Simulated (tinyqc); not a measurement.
Reverse leakage of an n+-p junction: diffusion, generation, trap-assisted and band-to-band tunnelling: one step of the calculation.

One-sided abrupt junction in the depletion approximation, x from the junction (0) to W on the p side, field F = F0 (1 - x/W). Flat quasi-Fermi levels, long p side. Traps generate through SRH with both lifetimes shortened by 1 + Gamma (Hurkx enhancement, form for moderate fields); band-to-band generation is local and needs a total bending above Eg.

Question. Field, scales and diffusion current. ni = sqrt(Nc Nv) exp(-Eg/(2 Vt)), Eg in volts; Vbi = Vt ln(Na Nd/ni^2); W = sqrt(2 eps0 eps_r (Vbi + VR)/(q Na)); F0 = 2 (Vbi + VR)/W; FG = sqrt(24 mt m0 (kB T)^3)/(q hbar); J_diff = q ni^2 sqrt(Dn/tau)(1 - exp(-VR/Vt))/Na.

Values chosen for this exercise; band and dielectric values close to those of silicon:
```
symbol,value,unit,meaning
T,358,K,temperature
Eg,1.11,eV,band gap
eps_r,11.5,,relative permittivity
Nc,3.72e19,cm^-3,conduction-band density of states at T
Nv,3.51e19,cm^-3,valence-band density of states at T
Na,1.8e17,cm^-3,acceptor density of the lighter side
Nd,1e20,cm^-3,donor density of the heavier side
tau,6e-9,s,SRH lifetime of both carriers at zero field
mt,0.25,m0,tunnelling mass
Dn,4.8,cm^2/s,electron diffusion coefficient on the lighter side
VR,0.9,V,reverse bias
```

Constants: q = 1.602176634e-19 C, kB = 1.380649e-23 J/K, hbar = 1.054571817e-34 J s, m0 = 9.1093837015e-31 kg, Vt = kB T/q, eps0 = 8.8541878128e-14 F/cm where lengths are in cm. Results are converted to the units shown.

Give: ni; Vbi; W; F0; FG; J_diff.

Answer.

ni = 5.557e11 cm^-3
Vbi = 0.9778 V
W = 115.2 nm
F0 = 326.1 kV/cm
FG = 480.8 kV/cm
J_diff = 7.775e-9 A/cm^2

Range of the model: The n+ side is degenerate, so Vbi from Boltzmann statistics is only a guide.

Program tinyqc, `OMP_NUM_THREADS=1 python tinyqc.py 2290056 2290057 out.jsonl`; Intel Xeon 2.30GHz, shared host, one thread, about 0.01 s.
